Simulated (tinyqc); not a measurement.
Electron continuity equation in a given potential, Scharfetter-Gummel discretisation: one step of the calculation.

Steady state in one dimension: J = q mu n E + q D dn/dx with E = -dpsi/dx and D = mu Vt, dJ/dx = q (n/tau - G), fixed densities nL and nR at the ends. The potential is given, psi = U x/L, and is not changed by the electrons.

Problem. Bernoulli factors. d_i = (psi_(i+1) - psi_i)/Vt; B(d) = d/(exp(d) - 1), B(0) = 1. The flux on interval i is J_i = (q D/h) [n_(i+1) B(d_i) - n_i B(-d_i)].

Values chosen for this exercise: temperature T = 450 K.

Constants: q = 1.602176634e-19 C, kB = 1.380649e-23 J/K, Vt = kB T/q. Results are converted to the units shown.

psi, node 0 to 8 (V): 0.000000000  0.009500000  0.019000000  0.028500000  0.038000000  0.047500000  0.057000000  0.066500000  0.076000000

Wanted: d_i; B(d_i); B(-d_i).

Solution.

```
interval	d_i	B(d_i)	B(-d_i)
0	0.24498	0.88250	1.1275
1	0.24498	0.88250	1.1275
2	0.24498	0.88250	1.1275
3	0.24498	0.88250	1.1275
4	0.24498	0.88250	1.1275
5	0.24498	0.88250	1.1275
6	0.24498	0.88250	1.1275
7	0.24498	0.88250	1.1275
```

The largest |d_i| is 0.245, below 2, so central differences would also keep densities positive.

Range of the model: The drift velocity mu E exceeds 1e7 cm/s somewhere, where real mobilities no longer stay constant.

Computed by the program tinyqc: `OMP_NUM_THREADS=1 python tinyqc.py 2220153 2220154 out.jsonl`, one thread of a shared Intel Xeon 2.30GHz, about 0.01 s for the whole run.
